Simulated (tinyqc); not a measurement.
Comparisons within one model: six-band Luttinger-Kohn model with strain. A value that a table varies takes the place of the one given here.

Six-band Luttinger-Kohn model in the basis |3/2,3/2>, |3/2,1/2>, |3/2,-1/2>, |3/2,-3/2>, |1/2,1/2>, |1/2,-1/2>, electron energies, zero at the top of the unstrained valence band. H = -[rows: (P+Q, -S, R, 0, -S/r2, r2 R); (-S*, P-Q, 0, R, -r2 Q, r32 S); (R*, 0, P-Q, S, r32 S*, r2 Q); (0, R*, S*, P+Q, -r2 R*, -S*/r2); (-S*/r2, -r2 Q, r32 S, -r2 R, P+Dso, 0); (r2 R*, r32 S*, r2 Q, -S/r2, 0, P+Dso)], r2 = sqrt(2), r32 = sqrt(3/2). Levels are twofold.

P = c g1 k^2 - av tr(e); Q = c g2 (kx^2 + ky^2 - 2 kz^2) - (b/2)(exx + eyy - 2 ezz); R = c sqrt3 [-g2 (kx^2 - ky^2) + 2i g3 kx ky] + (sqrt3/2) b (exx - eyy) - i d exy; S = 2 c sqrt3 g3 (kx - i ky) kz - d (exz - i eyz); c = hbar^2/2m0, e the strain tensor (not engineering shear).

s11 = (C11 + C12)/((C11 - C12)(C11 + 2 C12)), s12 = -C12/((C11 - C12)(C11 + 2 C12)), s44 = 1/C44; exx = s11 sxx + s12 (syy + szz) and cyclic, exy = s44 sxy/2; tension is positive. A uniaxial stress X along the unit vector n is s_ij = X n_i n_j.

Constants: hbar^2/2m0 = 3.80998211 eV angstrom^2.

Values chosen for the exercise (near those of GaP; shifted at random, so the results belong to these values and not to a real crystal): Dso = 0.081 eV (spin-orbit splitting); g1 = 4.08 (Luttinger gamma1); g2 = 0.49 (gamma2); g3 = 1.25 (gamma3); av = 1.65 eV (valence hydrostatic potential); b = -1.63 eV (tetragonal shear potential); d = -4.54 eV (trigonal shear potential); C11 = 144.3 GPa; C12 = 63.6 GPa; C44 = 70.9 GPa; load = uniaxial [110] (kind of stress); X1 = 0.6 GPa (size of the stress); E_h = 40 meV (hole energy below the top); X = -1.96 GPa (stress).

## Sweep of a uniaxial [110] stress

Edges at k = 0 and curvature masses of the top pair along [100] and [001] (step 0.0002 1/angstrom); at zero stress the top is fourfold and has no single curvature.

Edges and masses:

| X (GPa) | top (eV) | second (eV) | third (eV) | splitting (meV) | m [100] | m [001] |
|---|---|---|---|---|---|---|
| -1.50 | 0.0324 | -0.0374 | -0.1033 | 69.8 | 0.222 | 0.310 |
| -1.00 | 0.0196 | -0.0250 | -0.0938 | 44.5 | 0.223 | 0.305 |
| -0.50 | 0.0084 | -0.0125 | -0.0860 | 20.9 | 0.226 | 0.295 |
| 0.00 | 0.0000 | 0.0000 | -0.0810 | 0.0 | - | - |
| 0.50 | 0.0125 | -0.0040 | -0.0804 | 16.5 | 0.263 | 0.216 |
| 1.00 | 0.0250 | -0.0029 | -0.0849 | 28.0 | 0.264 | 0.214 |
| 1.50 | 0.0376 | 0.0023 | -0.0936 | 35.2 | 0.266 | 0.212 |

The splitting reaches 69.8 meV under compression and 35.2 meV under the same tension; linear shear terms alone would make the two equal, and the difference comes from the coupling to the split-off band. At the ends of the sweep the top pair has a mass along [100] of 0.222 under compression and 0.266 under tension, so compression gives the lighter holes along [100]; along [001] it has 0.310 and 0.212. The top edge itself moves by +32 and +38 meV.

## Which stress helps holes along [110]

Each load has size X1 (biaxial: sxx = syy); masses are curvatures of the top pair at k = 0.

Results:

| load | splitting (meV) | top edge (meV) | m [110] | m [001] |
|---|---|---|---|---|
| uniaxial [110], compression | 25.4 | 10.4 | 0.141 | 0.298 |
| uniaxial [110], tension | 19.2 | 15.0 | 0.495 | 0.215 |
| uniaxial [100], compression | 27.3 | 11.5 | 0.225 | 0.297 |
| uniaxial [100], tension | 20.2 | 15.8 | 0.261 | 0.219 |
| uniaxial [111], compression | 24.8 | 10.0 | 0.170 | 0.245 |
| uniaxial [111], tension | 18.8 | 14.7 | 0.353 | 0.245 |
| biaxial (001), compression | 20.2 | 4.8 | 0.219 | 0.323 |
| biaxial (001), tension | 27.3 | 22.5 | 0.297 | 0.182 |

The lightest mass along [110] (0.141) comes with uniaxial [110], compression. The largest splitting (27.3 meV) comes with uniaxial [100], compression; biaxial (001), tension. The heaviest mass along [001] (0.323), which lowers the confinement energy in a (001) channel, comes with biaxial (001), compression. The splitting per GPa follows b (s11 - s12) for loads along cube axes and d s44 for [111]: here 2 |b| (s11 - s12) = 40.4 and |d| s44/sqrt3 = 37.0 meV per GPa in the limit of large Dso; where the splitting nears Dso, mixing with the split-off band makes it depend on the sign of the load.

## Warping of the constant-energy contours (six-band Luttinger-Kohn model)

No strain (e = 0). In the plane kz = 0, |k| where the top and second pairs lie E_h below the top, against the angle from [100]; m = c k^2/E_h.

Contours:

| angle (degrees) | k top (1/angstrom) | k second (1/angstrom) | m top (m0) | m second (m0) |
|---|---|---|---|---|
| 0 | 0.0582 | 0.0465 | 0.323 | 0.206 |
| 9 | 0.0600 | 0.0461 | 0.343 | 0.202 |
| 18 | 0.0651 | 0.0451 | 0.404 | 0.194 |
| 27 | 0.0730 | 0.0443 | 0.508 | 0.187 |
| 36 | 0.0824 | 0.0438 | 0.647 | 0.183 |
| 45 | 0.0874 | 0.0436 | 0.727 | 0.181 |

The heavy contour reaches 1.501 times as far along [110] as along [100], the light one 0.937 times. The warping follows g3 - g2 = 0.76 and would vanish for g2 = g3. Along [100] the heavy mass is 1/(g1 - 2 g2) = 0.323 at any energy, while the light one is 0.2063, against 1/(g1 + 2 g2) = 0.1976 at the edge, for E_h/Dso = 0.49.

## What each parameter does

Edges at k = 0 under a uniaxial [110] stress X and the curvature mass of the top pair along [100] (step 0.0002 1/angstrom). Each row changes one parameter from the base and keeps the others.

Results:

| case | top (eV) | second (eV) | third (eV) | mass (m0) |
|---|---|---|---|---|
| base | 0.0451 | -0.0489 | -0.1129 | 0.221 |
| Dso = 0.065 eV | 0.0473 | -0.0489 | -0.0992 | 0.220 |
| X = -1.568 GPa | 0.0342 | -0.0391 | -0.1047 | 0.222 |
| g2 = 0.588 | 0.0451 | -0.0489 | -0.1129 | 0.217 |
| C44 = 85.08 GPa | 0.0370 | -0.0438 | -0.1099 | 0.221 |
| C11 = 173.16 GPa | 0.0415 | -0.0448 | -0.1100 | 0.222 |
| C12 = 50.88 GPa | 0.0414 | -0.0488 | -0.1130 | 0.221 |
| d = -5.448 eV | 0.0550 | -0.0543 | -0.1175 | 0.221 |

The largest shifts from the base row, up to three for each result and ties (the steps differ in size, so this ranks the rows, not the parameters). top (eV): X -0.0108, d +0.0099, C44 -0.0081; unchanged at the printed digits by g2. second (eV): X +0.0098, d -0.0054, C44 +0.0051; unchanged at the printed digits by Dso and g2. third (eV): Dso +0.0138, X +0.0082, d -0.0045; unchanged at the printed digits by g2. mass (m0): g2 -0.004, X +0.001, C11 +0.001, Dso -0.001; unchanged at the printed digits by C44, C12 and d. The Luttinger parameters multiply k^2 and cannot move the edges; av shifts all edges alike and leaves the mass.

Run: tinyqc, `OMP_NUM_THREADS=1 python tinyqc.py 1081289 1081290 out.jsonl`; Intel(R) Xeon(R) Processor @ 2.30GHz, one thread, shared host; about 0.03 s of CPU time with all checks.
